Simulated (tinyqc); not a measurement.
# Lateral field, substrate current, probability of reaching the oxide barrier and hot-carrier lifetime of a silicon transistor (pseudo-two-dimensional and lucky-electron models), step by step

A worked calculation. Computed by tinyqc, a small Python program that keeps every step. Command: `OMP_NUM_THREADS=1 python tinyqc.py 3030784 3030785 out.jsonl hotcar walk`. One thread of a shared host (Intel(R) Xeon(R) Processor @ 2.30GHz), about 0.01 s of CPU time with the checks. Intermediate numbers are printed to about 6 digits and carried at full precision; extremes and crossings named in words are read from the listed rows.

Local-field models: a lucky carrier gains its energy at the peak field over a path free of collisions. Voltages are magnitudes.

Inputs (values chosen for the exercise, modelled on a silicon p-channel):
```
quantity                                value                      unit
channel length L                         1800                        nm
oxide thickness t                          41                        nm
junction depth x_j                        490                        nm
mobility mu                               130                cm^2/(V s)
saturation velocity v_s                  0.71                  1e7 cm/s
threshold voltage V_T                    0.65                         V
gate voltage V_G                            7                         V
drain voltage V_D                          20                         V
ionisation prefactor A_i              8.8e+06                      1/cm
ionisation field B_i                     3.64                     MV/cm
hot-carrier mean free path lambda         4.5                        nm
oxide barrier phi_b                       4.6                        eV
interface-trap threshold phi_it           4.7                        eV
lifetime constant H                       200  s microampere/micrometre
length of the depleted extension L_n      160                        nm
```

Drain: lightly doped extension.

Constants: eps_0 = 8.8541878128e-12 F/m.

## Saturation point and current

C_ox = 3.9 eps_0/t; F_sat = 2 v_s/mu; V_Dsat = V_ov F_sat L/(V_ov + F_sat L), V_ov = V_G - V_T; I_D/W = C_ox v_s (V_ov - V_Dsat).

F_sat = 109.231 kV/cm

V_Dsat = 4.79982 V

drain current I_D/W = 92.6978 microampere/micrometre

## Peak lateral field

Scale length l = 0.22 t^(1/3) x_j^(1/2) (all in cm); F_m = sqrt(((V_D - V_Dsat)/l_e)^2 + F_sat^2), with l_e = l + L_n; length of the velocity-saturated region l_e ln((V_D - V_Dsat)/(l_e F_sat) + F_m/F_sat).

scale length l = 246.480 nm

peak field F_m = 389.573 kV/cm

velocity-saturated length = 790.391 nm

energy gained over one free path, e lambda F_m = 0.175308 eV

The field rises from F_sat to F_m as cosh(x/l_e), a factor 3.6, over 44 % of L.

## Hot-carrier currents and lifetime

Substrate current I_sub/I_D = (A_i/B_i)(V_D - V_Dsat) exp(-B_i/F_m); probability of reaching the oxide barrier exp(-phi_b/(e lambda F_m)); lifetime tau = (H/(I_D/W)) exp(phi_it/(e lambda F_m)).

I_sub/I_D = 0.00321642

substrate current I_sub/W = 0.298155 microampere/micrometre

probability of reaching phi_b = 4.02077e-12

lifetime tau = 9.49256e+11 s

exponent m = phi_it/(e lambda B_i) = 2.86935

Since both exponentials depend on 1/F_m, tau I_D scales about as (I_sub/I_D)^(-m) with m = 2.87, which lets I_sub serve as the monitor. The lifetime is 3010 times ten years (3.156e8 s).

## Substrate current against gate voltage

The formulas are those given above.

At the given drain voltage:
```
V_G (V)  V_Dsat (V)  I_D/W (microampere/micrometre)  F_m (kV/cm)  I_sub/W (microampere/micrometre)      tau (s)
1.7          0.9968                           3.183      480.098                          0.074531  1.76268e+11
2.8          1.9381                          12.673      457.578                          0.194198  1.29161e+11
4.5          3.2196                          37.699      427.029                          0.303799  2.22248e+11
6.6          4.5677                          82.658      395.058                          0.307309  7.33712e+11
9.2          5.9588                         154.951      362.293                          0.227811  4.27549e+12
12.0         7.1960                         248.403      333.399                          0.139418  3.24414e+13
16.0         8.6201                         402.433      300.515                          0.060786  6.17012e+14
19.0         9.4916                         529.718      280.651                          0.031350  5.48597e+15
22.0        10.2355                         664.626      263.889                          0.016036  4.64914e+16
```

I_sub peaks at V_G = 6.6 V, 0.33 V_D: a higher gate voltage brings more carriers but raises V_Dsat and so lowers F_m. The shortest lifetime among the rows lies at V_G = 2.8 V, below that of the largest I_sub, since tau depends more steeply on the field.

## Extrapolating accelerated tests

V_10 solves tau = 3.156e8 s at the given V_G. The extrapolation fits ln(tau) against 1/V_D at 1, 1.08, 1.16 and 1.25 times the given V_D (rounded to 3 digits) by least squares and reads off the same tau.

Stress points:
```
V_D (V)  1/V_D (1/V)      tau (s)
20.0       0.0500000  9.49256e+11
21.6       0.0462963  8.79891e+10
23.2       0.0431034  1.18803e+10
25.0       0.0400000  1.77295e+09
```

ten-year drain voltage V_10 = 26.9400 V

V_10 from the 1/V_D extrapolation = 26.8137 V

The extrapolation is 126 mV below the true value.

Checks made by the program: voltage drop as the integral of F_sat cosh(x/l_e) over the saturated length (relative difference below 1e-10).
